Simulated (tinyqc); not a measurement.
Choice of the trial bonds: Wannier functions of a composite (isolated) pair of valence bands (bonds of an sp chain).

Each atom has a hybrid pointing left (<) and right (>). H(k): diagonal +V3 on A, -V3 on B; <A<|A>> = -V1a, <B<|B>> = -V1b, <A>|B<> = -V2, <B>|A<> = -V2p exp(ik); k in 1/a, Bloch sums with exp(ikR). The two lowest bands are filled. Trial functions in cell 0: g1 = cos(c) A> + sin(c) B<, and g2 = sin(c) B> + cos(c) A< of cell 1, whose Bloch vector has cos(c) exp(-ik) on A<. Projection A_mn = <psi_m|g_n>, S = A^+ A, Loewdin U = A S^(-1/2), Bloch-like states w_n = sum_m psi_m U_mn, H_W(k) = U^+ diag(E) U. P = sum_m |psi_m><psi_m| is free of phase choices, and S = g^+ P g, w = P g S^(-1/2).

Parameters, chosen for this exercise:
- V2 = 3.35 eV (coupling in the bond A-B inside the cell)
- V2p = 3.69 eV (coupling in the bond to the next cell)
- V1a = 1.5 eV (coupling of the two hybrids on A)
- V1b = 0.92 eV (the same on B)
- V3 = 1.72 eV (A at +V3, B at -V3)
- xb = 0.51 a (position of B (A at 0))

N = 12; centres and spreads in real space with point-like hybrids at R and R + xb; smallest eigenvalue of S over the mesh.

Trial angle:
```
c (deg)  smallest S  centre 1 (a)  centre 2 (a)  sum of centres  total spread (a^2)  H_12(R = 0), mean over k (eV)
15            0.415        0.3650        0.6582          1.0232              0.1088                        -0.6561
30            0.672        0.3650        0.6582          1.0232              0.1085                        -0.6527
45            0.884        0.3651        0.6582          1.0232              0.1083                        -0.6501
55            0.970        0.3651        0.6582          1.0232              0.1083                        -0.6485
65            0.925        0.3651        0.6582          1.0232              0.1083                        -0.6469
75            0.810        0.3651        0.6582          1.0232              0.1083                        -0.6453
85            0.657        0.3651        0.6582          1.0232              0.1083                        -0.6434
```

The sum of the centres stays at 1.0232 a within 0.0000: it gives the electronic polarisation, modulo a, and is fixed by the filled space. Single centres move by less than 0.0001 a here and H_12(0), a matter of gauge, moves by 13 meV. The total spread runs only from 0.1083 to 0.1088 a^2, so the orthogonalisation repairs even poor trials; the projection is best at c = 55 degrees among these rows, and the two bonds, isolated, have c = 59 and 57.

tinyqc: `OMP_NUM_THREADS=1 python tinyqc.py 1451276 1451277 out.jsonl`; about 0.2 s, one thread, shared Intel(R) Xeon(R) Processor @ 2.30GHz.
